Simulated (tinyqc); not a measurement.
Gaps across the alloy: virtual-crystal alloy in the empirical-pseudopotential method.

Empirical pseudopotential on the fcc lattice, atoms at +/- tau, tau = a (1,1,1)/8, no spin-orbit coupling. H(G,G') = c (2 pi/a)^2 |k + G|^2 delta + VS(q) cos(q.tau) + i VA(q) sin(q.tau), q = G - G', c = hbar^2/2m0; k and G in units of 2 pi/a; VS at |q|^2 = 3, 8, 11 and VA at 3, 4, 11, in rydberg, zero elsewhere. At each k the basis holds all G with |k + G|^2 up to 16; energies are counted from the fourth level at Gamma.

Virtual crystal A(1-x)B(x): a = (1 - x) a_A + x a_B. Rule linear: V = (1 - x) V_A + x V_B. Rule volume: V = [(1 - x) a_A^3 V_A + x a_B^3 V_B]/a^3, since a form factor is an atomic potential divided by the cell volume.

Constants: hbar^2/2m0 = 3.80998211 eV angstrom^2; Ry = 13.60569312 eV.

Inputs chosen for the exercise (classic local form factors of the size used for GaAs (A) and InAs (B), which place X and L only to a few tenths of an eV; the results hold for these values, not for the real material):

| symbol | value | unit | meaning |
|---|---|---|---|
| a | (5.633, 6.039) | angstrom | lattice constants of A, B |
| VSA | (-0.232, 0.01, 0.06) | Ry | symmetric form factors of A |
| VAA | (0.071, 0.05, 0.011) | Ry | antisymmetric form factors of A |
| VSB | (-0.218, 0, 0.05) | Ry | symmetric form factors of B |
| VAB | (0.081, 0.049, 0.029) | Ry | antisymmetric form factors of B |
| rule | linear |  | mixing rule |

Gaps from the valence top to the fifth band at Gamma, at L = (1/2,1/2,1/2) and at the lowest of k = (f,0,0), f = 0.70, 0.75, ..., 1.00. Bowing C = 4 [(E(0) + E(1))/2 - E(1/2)].

Gaps (eV):

| x | Gamma | Delta/X | f of the minimum | L | lowest |
|---|---|---|---|---|---|
| 0.000 | 1.391 | 1.758 | 0.90 | 1.653 | Gamma |
| 0.167 | 1.232 | 1.814 | 0.95 | 1.630 | Gamma |
| 0.333 | 1.075 | 1.865 | 0.95 | 1.604 | Gamma |
| 0.500 | 0.919 | 1.912 | 0.95 | 1.575 | Gamma |
| 0.667 | 0.765 | 1.954 | 1.00 | 1.545 | Gamma |
| 0.833 | 0.616 | 1.992 | 1.00 | 1.513 | Gamma |
| 1.000 | 0.470 | 2.027 | 1.00 | 1.480 | Gamma |

bowing (eV): Gamma 0.047, Delta/X -0.075, L -0.035

The lowest valley is Gamma throughout. From A to B the Gamma gap moves by -0.92 eV, L by -0.17 eV and Delta/X by +0.27 eV; a move of Delta/X below about 0.4 eV is within the error of such form factors, sign included. The virtual crystal holds no disorder and no bond relaxation, so its bowing comes from the non-linear dependence on the mean potential and volume alone, and it may differ from measured bowing, which is positive in these alloys, in size and even in sign; crossings move with it.

Run: tinyqc, `OMP_NUM_THREADS=1 python tinyqc.py 1050826 1050827 out.jsonl`; Intel(R) Xeon(R) Processor @ 2.30GHz, one thread, shared host; about 1 s of CPU time with all checks.
